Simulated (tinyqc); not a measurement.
A short-path metal as competitor: size effects in the resistivity of thin metal films and interconnect lines. Computed by tinyqc, a small Python program. Command: `OMP_NUM_THREADS=1 python tinyqc.py 3008559 3008560 out.jsonl size walk`. One thread of a shared host (Intel(R) Xeon(R) Processor @ 2.30GHz), about 0.01 s of CPU time with the checks.

Electrons lose their drift at surfaces (a share 1 - p of the hits) and at grain boundaries (reflection R), besides bulk scattering. The line sits in a trench with a non-conducting liner on both walls and the bottom; the spacing equals the drawn width.

Inputs (values chosen for the exercise, modelled on ruthenium):

| quantity | value | unit |
|---|---|---|
| bulk resistivity rho_b | 7.7 | microohm cm |
| bulk mean free path lambda | 6.62 | nm |
| specularity p | 0 | - |
| grain-boundary reflection R | 0.25 | - |
| grain size over metal width | 0.62 | - |
| aspect ratio (height over width) | 2.8 | - |
| liner thickness t | 0.9 | nm |
| competitor: rho_b relative to this metal | 4.8 | - |
| competitor: lambda relative to this metal | 0.29 | - |
| competitor: liner relative to t | 0 | - |

Geometry: line.

Method:
- Fuchs-Sondheimer film: rho_b/rho = 1 - (3/(2 kappa))(1 - p) int_0^1 (s - s^3)(1 - exp(-kappa/s))/(1 - p exp(-kappa/s)) ds, f = rho/rho_b, kappa = thickness/lambda, 80 Gauss-Legendre points.
- Line: the excess of a film of thickness w_m and of a film of thickness h_m are added, rho/rho_b = 1 + (f(w_m) - 1) + (f(h_m) - 1), an estimate that holds best when both sides exceed lambda.
- Mayadas-Shatzkes: alpha = (lambda/D) R/(1 - R); rho_b/rho = 1 - 3 alpha/2 + 3 alpha^2 - 3 alpha^3 ln(1 + 1/alpha).
- w_m = w - 2t, h_m = (aspect ratio) w - t, D = (ratio) w_m; rho = rho_b [1 + surface excess + grain excess].
- Effective resistivity rho (aspect ratio) w^2/(w_m h_m) for the metal with its liner, for the same metal without liner, and for a competitor with its own rho_b, lambda and liner, and for that competitor with the liner t; p, R, aspect and grain ratios are the same.

Effective resistivity (microohm cm):

| w (nm) | this metal | without liner | competitor | competitor, liner t |
|---|---|---|---|---|
| 200 | 8.124 | 8.035 | 37.427 | 37.83 |
| 100 | 8.563 | 8.371 | 37.893 | 38.73 |
| 50 | 9.492 | 9.045 | 38.826 | 40.60 |
| 30 | 10.849 | 9.955 | 40.071 | 43.29 |
| 20 | 12.759 | 11.110 | 41.632 | 46.97 |
| 14 | 15.604 | 12.612 | 43.648 | 52.33 |
| 10 | 20.190 | 14.628 | 46.357 | 60.82 |
| 7 | 29.259 | 17.649 | 50.465 | 77.34 |
| 5 | 47.551 | 21.640 | 56.010 | 110.15 |

The competitor does not win at any width listed. In narrow lines rho scales as rho_b lambda/w, and the product rho_b lambda of the competitor is 1.39 times this metal's. At the narrowest width the liner costs this metal a factor 2.20. With the same liner the competitor wins nowhere in the table; at the narrowest width the thinner liner lowers it from 110 to 56.0. Rows with w - 2t below lambda stretch the additive estimate. Metal widths below about 5 nm are outside this semiclassical model.

Extremes, crossings and ranges named in words are read from the listed rows.
